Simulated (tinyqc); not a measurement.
Worked calculation: charge neutrality of a doped semiconductor with incomplete ionisation. Computed by tinyqc, a small Python program that keeps every step. Command: `OMP_NUM_THREADS=1 python tinyqc.py 3025976 3025977 out.jsonl dopant walk`. One thread of a shared host (Intel(R) Xeon(R) Processor @ 2.30GHz), about 0.03 s of CPU time with the checks. Intermediate numbers are printed to about 6 digits and carried at full precision; extremes and crossings named in words are read from the listed rows.

Energies are counted from the top of the valence band; E_D is measured down from the conduction band and E_A up from the valence band.

Inputs (values chosen for the exercise, modelled on GaP):

| quantity | value | unit |
|---|---|---|
| gap at 0 K E_g0 | 2.39 | eV |
| Varshni alpha | 0.00059 | eV/K |
| Varshni beta | 370 | K |
| electron mass m_e | 0.491 | m_0 |
| valleys M_c | 3 | - |
| hole mass m_h | 0.787 | m_0 |
| donor density N_D | 1.5e+16 | cm^-3 |
| acceptor density N_A | 0 | cm^-3 |
| donor depth E_D | 0.111 | eV |
| donor degeneracy g_D | 2 | - |
| temperature T | 150 | K |
| iteration cap | 60 | - |

Doping: n-type. Statistics of the bands: Fermi-Dirac. Solver: Newton steps on the logarithm. Start of Newton steps: intrinsic level E_i.

ratios u of density to N: 0.015  0.053  0.19  0.66  2.3  8.2  29

Constants: m_0 = 9.1093837015e-31 kg; k_B = 1.380649e-23 J/K; h = 6.62607015e-34 J s; k_B = 8.617333262e-05 eV/K.

## Gap and effective densities of states

E_g = E_g0 - alpha T^2/(T + beta). N_c = 2 M_c (2 pi m_e k_B T/h^2)^(3/2) and N_v = 2 (2 pi m_h k_B T/h^2)^(3/2), masses in units of m_0. n_i = sqrt(N_c N_v) exp(-E_g/(2 k_B T)); E_i = E_g/2 + (k_B T/2) ln(N_v/N_c).

gap E_g = 2.36447 eV

N_c = 9.15736e+18 cm^-3

N_v = 6.19426e+18 cm^-3

k_B T = 0.0129260 eV

intrinsic density n_i = 1.43058e-21 cm^-3

intrinsic level E_i = 1.17971 eV

## Charges at trial Fermi levels

n = N_c F_1/2((E_F - E_g)/k_B T), p = N_v F_1/2(-E_F/k_B T). F_1/2(eta) = (2/sqrt(pi)) int_0^infinity sqrt(x)/(1 + exp(x - eta)) dx, by the trapezoid rule in t = sqrt(x) with step 0.02 up to t = 12 (for eta < -12 by exp(eta) - exp(2 eta)/2^(3/2)). N_D+ = N_D/(1 + g_D exp((E_F - E_g + E_D)/k_B T)). Neutrality: p + N_D+ = n + N_A-; the log ratio is ln[(p + N_D+)/(n + N_A-)]. The last column is ln[(p + N_D+)/(n + N_A-)], which vanishes at neutrality; trial levels are the majority level plus multiples of k_B T, rounded to 0.1 meV.

Densities (cm^-3):

| E_F (eV) | n | p | N_D+ | N_A- | log ratio |
|---|---|---|---|---|---|
| 2.1759 | 4.22726e+12 | 4.84135e-55 | 1.49261e+16 | 0 | 8.16931 |
| 2.2147 | 8.50511e+13 | 2.40627e-56 | 1.36410e+16 | 0 | 5.07758 |
| 2.2405 | 6.25911e+14 | 3.26966e-57 | 8.65455e+15 | 0 | 2.62663 |
| 2.2664 | 4.64138e+15 | 4.40860e-58 | 2.33000e+15 | 0 | -0.68914 |
| 2.2922 | 3.41189e+16 | 5.99044e-59 | 3.65688e+14 | 0 | -4.53583 |

The log ratio changes sign between 2.2405 and 2.2664 eV.

## Solving for the Fermi level

Newton steps from the start named, with the slope from a central difference of 1e-6 eV; the function is the log ratio y = ln[(p + N_D+)/(n + N_A-)]; the bracket -0.3 to E_g + 0.3 eV is narrowed by the sign of y at each step, and a step that would leave it is replaced by its midpoint; stop when |log ratio| < 1e-9.

Course of the iteration:

| step | E_F (eV) | log ratio |
|---|---|---|
| 1 | 1.17971 | 8.52430e+01 |
| 2 | 2.28156 | -2.92100e+00 |
| 3 | 2.26215 | -9.08482e-02 |
| 4 | 2.26150 | -2.09143e-04 |
| 5 | 2.26150 | -1.14130e-09 |
| 6 | 2.26150 | 1.84297e-13 |

Fermi level E_F (last iterate) = 2.26150 eV

converged (1 yes, 0 no) = 1

steps = 6

Converged in 6 steps.

## Densities at the solution

The formulas are those given above.

majority density n = 3.17682e+15 cm^-3

minority density p = 6.44139e-58 cm^-3

ionised share of the donors = 0.211788

distance of E_F from the majority band edge = 0.102973 eV

n is 21.2 % of the net doping; n p / n_i^2 = 0.9999.

## The closed form for the extrinsic range

With Boltzmann statistics, no holes and every acceptor ionised, n (n + N_A) = n1 (N_D - N_A - n) with n1 = (N_c/g_D) exp(-E_D/k_B T). Take the positive root.

n1 = 8.53699e+14 cm^-3

n from the quadratic = 3.17699e+15 cm^-3

Against the full solution, 3.1768e15 cm^-3, the quadratic is off by 0.0054 %.

## Carrier density against temperature

Neutrality is solved by bisection at each T. The last column is -k_B d ln(n T^-3/4)/d(1/T) from this row and the one above; it turns negative as ionisation nears completion, when the density grows more slowly than that power of T.

Against temperature:

| T (K) | n (cm^-3) | E_F from the band edge (eV) | ionised share | activation energy (eV) |
|---|---|---|---|---|
| 46 | 8.97042e+10 | 0.066073 | 5.98028e-06 | - |
| 59 | 2.36398e+12 | 0.070010 | 1.57599e-04 | 0.0554986 |
| 81 | 5.80346e+13 | 0.077093 | 3.86897e-03 | 0.0554651 |
| 120 | 9.99650e+14 | 0.090874 | 6.66433e-02 | 0.0548005 |
| 180 | 6.36625e+15 | 0.117026 | 4.24417e-01 | 0.0479998 |
| 290 | 1.37040e+16 | 0.187259 | 9.13601e-01 | 0.0167247 |
| 300 | 1.39062e+16 | 0.194653 | 9.27081e-01 | -0.0080814 |
| 430 | 1.48028e+16 | 0.296700 | 9.86854e-01 | -0.0177452 |
| 600 | 1.49478e+16 | 0.439335 | 9.96520e-01 | -0.0314019 |
| 640 | 1.49585e+16 | 0.473924 | 9.97234e-01 | -0.0394504 |

Between the two coldest rows the activation energy is 0.0555 eV, 0.50 of the dopant depth: without compensation E_F sits halfway between level and band, so half the depth shows. The density is within 10 % of the net doping from 290 K to 640 K.

## Reduced Fermi level from a carrier density

For u = density/N of the majority band, eta solves F_1/2(eta) = u (bisection). Boltzmann: ln u. Joyce-Dixon: ln u + u/sqrt(8) - 4.95009e-3 u^2 + 1.48386e-4 u^3 - 4.42563e-6 u^4. Degenerate limit: (3 sqrt(pi) u/4)^(2/3). The last column is (eta - ln u) k_B T.

Eta by four rules:

| u | density (cm^-3) | exact | Boltzmann | Joyce-Dixon | degenerate | Boltzmann error (meV) |
|---|---|---|---|---|---|---|
| 0.015 | 1.37360e+17 | -4.1944 | -4.19971 | -4.19440 | 0.0735 | 6.85361e-02 |
| 0.053 | 4.85340e+17 | -2.9187 | -2.93746 | -2.91874 | 0.1706 | 2.42032e-01 |
| 0.19 | 1.73990e+18 | -1.5937 | -1.66073 | -1.59373 | 0.3996 | 8.66009e-01 |
| 0.66 | 6.04386e+18 | -0.1843 | -0.41552 | -0.18428 | 0.9165 | 2.98889e+00 |
| 2.3 | 2.10619e+19 | 1.6216 | 0.83291 | 1.62158 | 2.1066 | 1.01944e+01 |
| 8.2 | 7.50904e+19 | 4.7357 | 2.10413 | 4.73223 | 4.9162 | 3.40151e+01 |
| 29 | 2.65564e+20 | 11.3389 | 3.36730 | 9.94614 | 11.4119 | 1.03041e+02 |

Boltzmann statistics place E_F within 1 meV of the exact value up to u = 0.190 of those listed and miss by 103 meV at u = 29. Joyce-Dixon stays within 0.01 in eta up to u = 8.20; the degenerate limit is still 0.64 % high at the last u. Past u of about 10 the Joyce-Dixon series fails. A parabolic band is assumed throughout.

Checks made by the program: neutrality at the solution (relative difference 2e-09).
